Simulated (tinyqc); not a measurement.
# From one set of inputs to another, one input at a time

Model: strain-driven roughening and islands of a mismatched epitaxial film. Computed by tinyqc, a small Python program. Command: `OMP_NUM_THREADS=1 python tinyqc.py 3026227 3026228 out.jsonl island ladder`. One thread of a shared host (Intel(R) Xeon(R) Processor @ 2.30GHz), about 0.01 s of CPU time with the checks.

Film and substrate share isotropic elastic constants; the film is coherent and biaxially strained.

The inputs printed are set A. Inputs not listed in the table keep their values of set A, so the rows need not describe a real material.

Inputs (values chosen for the exercise, modelled on In(0.5)Ga(0.5)As on GaAs):
```
quantity                                     value     unit
misfit |f|                                  0.0361        -
shear modulus G                               38.7      GPa
Poisson ratio nu                              0.28        -
surface energy gamma                          0.81    J/m^2
contact angle of the shallow shape theta_1    12.9  degrees
contact angle of the steep shape theta_2      32.8  degrees
facet energy of shape 1 over gamma           1.007        -
facet energy of shape 2 over gamma           1.014        -
island volume V                                250     nm^3
```

Constants: e = 1.602176634e-19 C.

Method:
- M = 2 G (1 + nu)/(1 - nu); stress = M f; energy density w = M f^2.
- Shallow faceted island (Tersoff form): E = 4 Gam V^(2/3) tan^(1/3)(theta) - 6 c V tan(theta), Gam = gamma [x/sin(theta) - 1/tan(theta)], x the facet energy over gamma, c = stress^2 (1 - nu)/(2 pi G).
- The barrier is the maximum of E, at V_c = [4 Gam/(9 c)]^3 / tan^2(theta) (1 GPa nm = 1 J/m^2).
- The two energies cross at V_x^(1/3) = 4 [Gam_2 t2^(1/3) - Gam_1 t1^(1/3)]/(6 c (t2 - t1)), t = tan(theta); mu = dE/dV.

Each row keeps all changes above it:
```
input moved                                             from      to  critical volume, shape 1 (nm^3)  crossing volume V_x (nm^3)  barrier, shape 2 (eV)
set A                                                      -       -                            6.868                       37.53                  8.334
contact angle of the steep shape theta_2 (degrees)      32.8    23.2                            6.868                       41.13                  5.332
shear modulus G (GPa)                                   38.7    34.7                            9.527                       57.06                  6.632
contact angle of the shallow shape theta_1 (degrees)    12.9    8.73                           12.922                       42.00                  6.632
Poisson ratio nu                                        0.28    0.32                            9.050                       29.42                  5.231
facet energy of shape 2 over gamma                     1.014   1.025                            9.050                       48.52                  7.269
surface energy gamma (J/m^2)                            0.81   0.821                            9.424                       50.53                  7.570
misfit |f|                                            0.0361  0.0244                           98.843                      529.94                 36.269
```

Where does the difference come from?

Critical volume, shape 1 goes from 6.87 to 98.8, a factor 14.4 in all. The largest single move comes from misfit |f| (a factor 10.5), and Poisson ratio nu works against it (a factor 0.700). Crossing volume V_x goes from 37.5 to 530, a factor 14.1 in all. The largest single move comes from misfit |f| (a factor 10.5), and Poisson ratio nu works against it (a factor 0.700). barrier, shape 2 goes from 8.33 to 36.3, a factor 4.35 in all. The largest single move comes from misfit |f| (a factor 4.79), and contact angle of the steep shape theta_2 works against it (a factor 0.640). The single moves hold for this order of the switches; the total does not depend on the order.

Caution (rows set A): the shallow-slope form overstates the relaxation of facets steeper than about 25 degrees.

Extremes, crossings and ranges named in words are read from the listed rows.
